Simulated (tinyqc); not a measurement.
The width of the window: equation-of-state fits to an energy-volume table made by a known binding curve. Computed by tinyqc, a small Python program. Command: `OMP_NUM_THREADS=1 python tinyqc.py 3010649 3010650 out.jsonl eosfit walk`. One thread of a shared host (Intel(R) Xeon(R) Processor @ 2.30GHz), about 0.02 s of CPU time with the checks.

With x = (V/V_0)^(1/3), the energy per atom is E = -D [1 + eta (x - 1)] exp(-eta (x - 1)), so that B0 = D eta^2/(9 V_0) and B' = 1 + 2 eta/3. B' = dB/dP at P = 0.

Inputs (values chosen for the exercise, for a model crystal):
```
quantity                                   value             unit
cohesive energy D                           2.91          eV/atom
true volume V_0                               30  angstrom^3/atom
stiffness eta                               4.14                -
shift of the window centre s             -0.0067                -
points N                                       9                -
compression V/V_0 for the pressure test      0.9                -
noise amplitude                            0.021              meV
```

Binding curve: universal binding. Noise: added.

Constants: 1 eV/angstrom^3 = 160.2176634 GPa.

Method:
- B0 and B' from the formulas above; P = -dE/dV at V = c V_0 (c the compression chosen), from the curve itself.
- Table: V_j = V_0 [1 + s + w (2 j/(N - 1) - 1)], j = 0..N-1, rounded to 0.001; E_j from the curve plus the noise amplitude times the listed numbers xi_j (xi_0 first), rounded to 1e-7 eV.
- Murnaghan: E = E0 + (B0 V/B') [(V0/V)^B'/(B' - 1) + 1] - B0 V0/(B' - 1), P = (B0/B') [(V0/V)^B' - 1].
- Birch-Murnaghan: E = E0 + (9 V0 B0/16) [y^3 B' + y^2 (2 - 4 y)], y = (V0/V)^(2/3) - 1; P = (3 B0/2) (x^7 - x^5) [1 + (3/4)(B' - 4)(x^2 - 1)], x = (V0/V)^(1/3).
- Vinet: E = E0 + (9 B0 V0/h^2) {1 + [h (1 - x) - 1] exp(h (1 - x))}, P = 3 B0 (1 - x) x^-2 exp(h (1 - x)), x = (V/V0)^(1/3), h = (3/2)(B' - 1).
- All are least-squares fits to the energies; for polynomials in V, B0 = V E'' and B' = -1 - V E'''/E'' at the minimum.
- The table is made anew for each w.

numbers xi_j, drawn evenly from -1 to 1: 0.5900  0.4143  -0.8734  0.4999  0.5455  0.7332  -0.2028  -0.5704  0.7640

exact B0 = 29.5965 GPa

exact B' = 3.76

Errors (%):
```
w     B0, parabola  B0, cubic  B0, Murnaghan  B0, Birch-Murnaghan  B0, Vinet  B', Birch-Murnaghan
0.03         3.658      0.284          0.078                0.101      0.116                2.925
0.05         3.949      0.512         -0.048                0.020      0.046                0.652
0.08         4.925      1.265         -0.228               -0.043      0.019               -0.037
0.12         7.028      2.905         -0.548               -0.129      0.008               -0.350
0.16        10.051      5.292         -0.969               -0.235      0.004               -0.595
0.22        16.447     10.442         -1.766               -0.435      0.002               -0.999
```

The Birch-Murnaghan error of B0 is smallest among these at w = 0.05 (0.020 % in size); it is 0.101 % at the narrowest and 0.435 % at the widest. A narrow window magnifies the noise, since the energy range shrinks as w^2, and a wide one exposes the form. The Vinet form is the binding curve itself here, so its error comes from noise and rounding alone. At the widest window the errors of B0 are +16.4 % for the parabola and +10.4 % for the cubic in V.

Extremes, crossings and ranges named in words are read from the listed rows.
